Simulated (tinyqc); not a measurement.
## Ballistic Schottky-barrier transistor with a two-dimensional channel, WKB contacts: effect of the drain bias on the off state

Source Fermi level 0, drain Fermi level -Vd. Far from the contacts Ec = pn - psi, and the gate moves psi one to one; the band edges relax as exp(-x/lam) from pn at the source and pn - Vd at the drain; Ev = Ec - Eg. A carrier of energy w inside the channel band meets at a contact a barrier of height D (the contact edge beyond the channel edge): T = 1 for w >= D, else exp(-S), S = 4 lam sqrt(m/C) [sqrt(D - w) - sqrt(w) arctan sqrt((D - w)/w)], C = hbar^2/(2 m0). The two contacts combine as Ts Td/(Ts + Td - Ts Td).

I/W = g (2 q^2/h) int T(w) [N(Es + w) - N(Ed + w)] dw with w the energy of motion along the channel, N(y) = (1/2 pi) sqrt(pi m kB T/C) Fm(-y/kB T), Fm(x) = (1/sqrt(pi)) int_0^infinity u^(-1/2)/(1 + exp(u - x)) du. Electrons: Ds = psi, Dd = psi - Vd, Es = Ec, Ed = Ec + Vd. Holes: Ds = -psi, Dd = Vd - psi, Es = -Ev, Ed = -Ev - Vd. The size of each current is taken; both flow from drain to source and add. The integrals are converged. For each Vd, psi is set to the minimum of I.

Inputs (values chosen for the exercise); channel values close to those of a black phosphorus layer:

| symbol | value | unit | meaning |
|---|---|---|---|
| T | 300 | K | temperature |
| Eg | 0.691 | eV | band gap |
| pn | 0.33 | eV | barrier for electrons at both contacts |
| mn | 0.16 | m0 | electron mass |
| mp | 0.14 | m0 | hole mass |
| g | 1 |  | valleys or subbands |
| lam | 1.2 | nm | screening length at the contacts |

Constants: q = 1.602176634e-19 C, kB = 1.380649e-23 J/K, hbar = 1.054571817e-34 J s, h = 6.62607015e-34 J s, m0 = 9.1093837015e-31 kg, Vt = kB T/q, hbar^2/(2 m0) = 0.0380998212 eV nm^2. Results are converted to the units shown.

Effect of the drain bias on the off state:
```
Vd (V)  psi at the minimum (V)  smallest I (uA/um)
0.05                    -0.002             0.00100
0.15                     0.053             0.00478
0.24                     0.100              0.0168
0.34                     0.151              0.0702
0.43                     0.196               0.264
0.53                     0.247                1.18
0.62                     0.292                4.55
```

The smallest current rises from 0.00100 to 4.55 uA/um, 6.50 decades a volt between the last two rows, and the minimum moves by 0.52 V a volt over the table: a larger Vd lets holes enter from the drain while electrons still enter from the source.

Range of the model: No scattering, image-force lowering, channel charge or band-to-band tunnelling; parabolic kappa overstates S deep in the gap.

Computed by the program tinyqc: `OMP_NUM_THREADS=1 python tinyqc.py 2390131 2390132 out.jsonl`, one thread of a shared Intel Xeon 2.30GHz, about 0.6 s for the whole run.
